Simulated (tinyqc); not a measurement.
Worked calculation: two-band k.p model of the Delta valleys near the X point under shear strain. Values are carried at full precision from step to step, so a last printed digit may differ when a step is redone from the rounded ones.

Constants: hbar^2/2m0 = 3.80998211 eV angstrom^2.

Values chosen for the exercise (near those of Si; the results hold for these values, not for the real material): a = 5.423 angstrom (lattice constant); ml = 0.926 m0 (longitudinal mass); mt = 0.199 m0 (transverse mass); kx0 = 0.155 2 pi/a (distance of the minimum from X); D = 13.5 eV (shear deformation potential); Mp = 0.236 m0 (coupling mass); exy = 0.016 (shear strain); k = (-0.012, 0.072, 0.205) 1/angstrom (wave vector from X).

## Scales

k0 = kx0 2 pi/a; Delta = 2 c k0^2/ml with c = hbar^2/2m0, half the splitting of the two bands at k0; eta = D exy/Delta measures the shear coupling against it.

k0 = 0.17959 1/angstrom
Delta = 0.26539 eV
eta = 0.8139
splitting of the two bands at X, 2 |D exy| = 0.4320 eV

## The Hamiltonian at one k

Valley pair on the [001] axis, kz counted from the X point, c = hbar^2/2m0, k0 = kx0 2 pi/a. H = (c kz^2/ml + c (kx^2 + ky^2)/mt + c k0^2/ml) 1 + (2 c k0 kz/ml) sigma_z + (D exy - 2 c kx ky/Mp) sigma_x, so E = c kz^2/ml + c (kx^2 + ky^2)/mt + c k0^2/ml -/+ sqrt((2 c k0 kz/ml)^2 + (D exy - 2 c kx ky/Mp)^2). Without strain the lower band has its minima, E = 0, at kz = +/- k0. Shifts from diagonal strain are left out.

Fill in the 2 x 2 matrix (sigma_z diagonal) and give its levels.

H(k) (eV):
```
        1       2
1  0.7106  0.2439
2  0.2439  0.1047
```

levels (eV): 0.0187  0.7965

## Position, depth and masses of the minimum

For |eta| < 1: k_min = k0 sqrt(1 - eta^2), E_min = -Delta eta^2/2, ml(eta) = ml/(1 - eta^2), 1/m[110] = 1/mt + eta/Mp, 1/m[1-10] = 1/mt - eta/Mp. For |eta| > 1 the minimum sits at X: E_min = -Delta (2 |eta| - 1)/2, ml(eta) = ml/(1 - 1/|eta|), and eta is replaced by its sign in the transverse masses.

k_min = 0.1043 1/angstrom
E_min = -87.90 meV
ml(eta) = 2.743 m0

masses along [110] and [1-10] (m0): 0.1180  0.6343

The minimum has moved 41.9 % of the way to X; electrons are lighter along [110] (-40.7 % against mt) and heavier across (+218.8 %).

## The two bands along kz

kx = ky = 0, kz from 0 to 1.6 k0 in steps of 0.2 k0, with and without the strain.

Levels (eV):

| kz/k0 | kz (1/angstrom) | lower | upper | lower, no strain | upper, no strain |
|---|---|---|---|---|---|
| 0.0 | 0.0000 | -0.0833 | 0.3487 | 0.1327 | 0.1327 |
| 0.2 | 0.0359 | -0.0844 | 0.3604 | 0.0849 | 0.1911 |
| 0.4 | 0.0718 | -0.0867 | 0.3946 | 0.0478 | 0.2601 |
| 0.6 | 0.1078 | -0.0879 | 0.4488 | 0.0212 | 0.3397 |
| 0.8 | 0.1437 | -0.0853 | 0.5205 | 0.0053 | 0.4299 |
| 1.0 | 0.1796 | -0.0768 | 0.6076 | 0.0000 | 0.5308 |
| 1.2 | 0.2155 | -0.0610 | 0.7086 | 0.0053 | 0.6422 |
| 1.4 | 0.2514 | -0.0370 | 0.8225 | 0.0212 | 0.7643 |
| 1.6 | 0.2873 | -0.0040 | 0.9488 | 0.0478 | 0.8970 |

## Checks

- Depth of the minimum by numerical search against the closed form (eV): both -0.087901.
- Mass along [110] by finite differences against the closed form: both 0.1180.

Program tinyqc; command `OMP_NUM_THREADS=1 python tinyqc.py 1081226 1081227 out.jsonl`; about 0.01 s on one thread of a shared Intel(R) Xeon(R) Processor @ 2.30GHz.
